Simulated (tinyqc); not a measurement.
Length of a polyene: Hueckel, PPP and singles CI along the polyenes. Computed by the program tinyqc. 

All-trans chains of carbon centres 1.40 angstrom apart:
```
parameter,value
"beta (eV), times 1 +/- alternation",-2.570000
alternation,0.050000
W (eV),11.160000
gamma_rr (eV),9.880000
repulsion formula,MN
```

Hueckel uses the same beta without repulsion; CIS keeps all single excitations and so misses the low, doubly excited 2Ag state. W is the valence ionisation energy of a centre, MN the Mataga-Nishimoto formula, f the oscillator strength.

Gaps and excitations (eV):
```
centres,Hueckel gap,PPP orbital gap,bright singlet (CIS),f,lowest triplet (CIS)
2,5.3970,10.4364,7.8173,0.6702,2.9767
4,3.4821,7.9705,5.5332,1.1185,1.9312
6,2.6094,6.7364,4.4440,1.5796,1.4535
8,2.1156,5.9959,3.8008,2.0183,1.1915
10,1.7994,5.5043,3.3750,2.4318,1.0307
```

The Hueckel gap tends to 4 x alternation x |beta| = 0.51 eV for long chains. Exchange opens the PPP orbital gap, and the attraction of electron and hole brings the bright state 2.13 eV below it at 10 centres; the triplet lies 2.34 eV lower still.
